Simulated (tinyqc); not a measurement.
What moves the count of states: density of states of one tight-binding band on the square lattice.

E(k) = -2 t (c1 + c2) - 4 t2 c1 c2 with ci = cos(2 pi ki); k in fractions of the reciprocal vectors, mesh k_i = j/N with j = 0 .. N-1. Densities are per cell and per spin, so the band holds one state.

Each square of the mesh is cut along (i, j)-(i+1, j+1) into two triangles. For corner energies e1 <= e2 <= e3 and eij = ei - ej, the share of the triangle below E is n = (E - e1)^2/(e21 e31) for e1 < E < e2 and n = 1 - (e3 - E)^2/(e31 e32) for e2 < E < e3; its density of states is g = dn/dE.

Gaussian broadening: g(E) = mean over the mesh of exp(-(E - E_k)^2/(2 sigma^2))/(sigma sqrt(2 pi)), n(E) = mean of erfc((E_k - E)/(sigma sqrt 2))/2.

Values chosen for the exercise:
- t = 2.09 eV (nearest hopping)
- t2 = -0.35 eV (second hopping)
- E = 6.91 eV (energy at which the density is wanted)
- sigma = 1.045 eV (Gaussian width)

Linear method and Gaussian sum with N = 48.

One parameter was then changed.

Results before and after:
```
case,n linear,g linear (1/eV),n Gaussian,g Gaussian (1/eV)
base,0.9117,0.0341,0.9099,0.0342
changed,0.9117,0.0341,0.9035,0.0327
```

Which of these changes was made? (a) E = 7.119 eV; (b) sigma = 2.09 eV; (c) t2 = -0.245 eV; (d) t = 2.299 eV.
Answer: (b) sigma = 2.09 eV. Of the candidates, run in turn, only this one gives the changed row.

All candidates:
```
case,n linear,g linear (1/eV),n Gaussian,g Gaussian (1/eV)
base,0.9117,0.0341,0.9099,0.0342
t = 2.299 eV,0.8917,0.0332,0.8901,0.0332
E = 7.119 eV,0.9188,0.0337,0.9170,0.0336
sigma = 2.09 eV,0.9117,0.0341,0.9035,0.0327
t2 = -0.245 eV,0.9196,0.0361,0.9176,0.0359
```

Run: tinyqc, `OMP_NUM_THREADS=1 python tinyqc.py 1682774 1682775 out.jsonl`; Intel(R) Xeon(R) Processor @ 2.30GHz, one thread, shared host; about 0.08 s of CPU time with all checks.
